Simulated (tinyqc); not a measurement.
Worked calculation: exchange-only LDA atom on a uniform radial grid, spin-unpolarised, for Be. Computed by tinyqc, a small Python program that keeps every step. Settings: Z = 4, points = 64, R = 13.9, functional = Slater exchange alone, mixing = 0.2, iteration cap = 56. Command: `OMP_NUM_THREADS=1 python tinyqc.py 28490 28491 out.jsonl` (the two numbers bound the seeds that draw the settings). One thread of a shared host (Intel(R) Xeon(R) Processor @ 2.60GHz), about 0.1 s of CPU time with the checks. Later iterations appear only in the table of the cycle.

## Iteration 1

Spherical atom on a uniform radial grid r_j = j h with h = R/(N + 1), h sum u^2 = 1 and integrals as h times sums, u(0) = u(R) = 0 (atomic units):
```
parameter            value
Z                        4
points N                64
R                13.900000
h                 0.213846
mixing            0.200000
electrons in 1s          2
electrons in 2s          2
```

Three-point differences turn -u''/2 + [l(l+1)/2r^2 - Z/r + V] u = e u into a tridiagonal matrix (diagonal 1/h^2 + potential, off-diagonal -1/2h^2). D = sum f u^2; the Hartree potential y/r solves y'' = -D/r with y(0) = 0, y(R) = N_e; v_xc comes from rho = D/(4 pi r^2); E = sum f e - int D V + int D (V_H/2 + eps_xc); V(new) = V + mixing (V_H + v_xc - V).

eigenvalues (hartree): 1s -6.908659, 2s -1.916056

Every 4th grid point:
```
r              V in     u(1s)      u(2s)         D       V_H       v_xc
0.855385   0.000000  0.536747  -0.548376  1.177627  3.743286  -0.496381
1.710769   0.000000  0.048295  -0.779098  1.218652  2.256021  -0.316290
2.566154   0.000000  0.003259  -0.384125  0.295125  1.552995  -0.150453
3.421538   0.000000  0.000196  -0.138228  0.038214  1.168720  -0.062832
4.276923   0.000000  0.000011  -0.042512  0.003615  0.935233  -0.024671
5.132308   0.000000  5.94e-07  -0.011893  0.000283  0.779376  -0.009345
5.987692   0.000000  3.12e-08  -0.003122  0.000019  0.668037  -0.003457
6.843077   0.000000  1.60e-09  -0.000783  1.23e-06  0.584532  -0.001258
7.698462   0.000000  8.11e-11  -0.000190  7.20e-08  0.519584  -0.000452
8.553846   0.000000         0  -0.000045  4.01e-09  0.467626  -0.000161
9.409231   0.000000         0  -0.000010  2.14e-10  0.425114  -0.000057
10.264615  0.000000         0  -2.35e-06  1.10e-11  0.389688  -0.000020
11.120000  0.000000         0  -5.24e-07         0  0.359712   0.000000
11.975385  0.000000         0  -1.16e-07         0  0.334018   0.000000
12.830769  0.000000         0  -2.47e-08         0  0.311751   0.000000
13.686154  0.000000         0  -2.93e-09         0  0.292266   0.000000
```

total energy = -11.20858454 hartree

## Iteration 2

As before.

eigenvalues (hartree): 1s -5.930216, 2s -1.452347

Every 4th grid point:
```
r              V in     u(1s)      u(2s)         D       V_H       v_xc
0.855385   0.649381  0.567307  -0.455019  1.057759  3.638602  -0.478933
1.710769   0.387946  0.059501  -0.785442  1.240918  2.222279  -0.318205
2.566154   0.280508  0.004778  -0.456773  0.417329  1.547729  -0.168872
3.421538   0.221178  0.000345  -0.195133  0.076154  1.168143  -0.079068
4.276923   0.182112  0.000023  -0.071702  0.010282  0.935181  -0.034957
5.132308   0.154006  1.54e-06  -0.024094  0.001161  0.779371  -0.014962
5.987692   0.132916  9.84e-08  -0.007630  0.000116  0.668037  -0.006273
6.843077   0.116655  6.18e-09  -0.002316  0.000011  0.584532  -0.002592
7.698462   0.103826  3.83e-10  -0.000681  9.28e-07  0.519584  -0.001060
8.553846   0.093493  2.35e-11  -0.000195  7.64e-08  0.467626  -0.000430
9.409231   0.085012         0  -0.000055  6.05e-09  0.425114  -0.000173
10.264615  0.077934         0  -0.000015  4.63e-10  0.389688  -0.000069
11.120000  0.071942         0  -4.15e-06  3.45e-11  0.359712  -0.000028
11.975385  0.066804         0  -1.12e-06         0  0.334018   0.000000
12.830769  0.062350         0  -2.89e-07         0  0.311751   0.000000
13.686154  0.058453         0  -3.86e-08         0  0.292266   0.000000
```

total energy = -11.57022316 hartree

## Convergence

Stop when input and output potentials agree to 1e-7.

Course of the cycle (hartree):
```
iteration             E      e(1s)      e(2s)  largest |V(out) - V(in)|
1          -11.20858454  -6.908659  -1.916056                  5.99e+00
2          -11.57022316  -5.930216  -1.452347                  4.53e+00
3          -11.80486674  -5.193416  -1.113638                  3.41e+00
4          -11.95438161  -4.640158  -0.865588                  2.55e+00
5          -12.04799838  -4.226028  -0.683416                  1.90e+00
6          -12.10560517  -3.917110  -0.549239                  1.41e+00
7          -12.14043620  -3.687522  -0.450133                  1.04e+00
8          -12.16112435  -3.517538  -0.376738                  7.60e-01
9          -12.17319467  -3.392159  -0.322250                  5.55e-01
10         -12.18011513  -3.300011  -0.281705                  4.04e-01
11         -12.18401809  -3.232508  -0.251473                  2.93e-01
...                 ...        ...        ...                       ...
46         -12.18876163  -3.051846  -0.159721                  1.62e-05
47         -12.18876163  -3.051845  -0.159718                  1.28e-05
48         -12.18876163  -3.051844  -0.159716                  1.01e-05
49         -12.18876163  -3.051843  -0.159714                  8.03e-06
50         -12.18876163  -3.051842  -0.159712                  6.39e-06
51         -12.18876163  -3.051842  -0.159711                  5.09e-06
52         -12.18876163  -3.051841  -0.159710                  4.05e-06
53         -12.18876163  -3.051841  -0.159709                  3.22e-06
54         -12.18876163  -3.051841  -0.159709                  2.57e-06
55         -12.18876163  -3.051841  -0.159708                  2.05e-06
56         -12.18876163  -3.051841  -0.159708                  1.63e-06
```

Not converged within 56 iterations: the residual falls steadily but slowly, by a factor of about 0.79 a step. Reruns (cap 100 unless said): mixing 0.3: converged in 44; mixing 0.6: converged in 18; the original settings with a cap of 400: converged in 69. Even converged, this uniform grid resolves the cusp poorly and misses the energy of the atom.
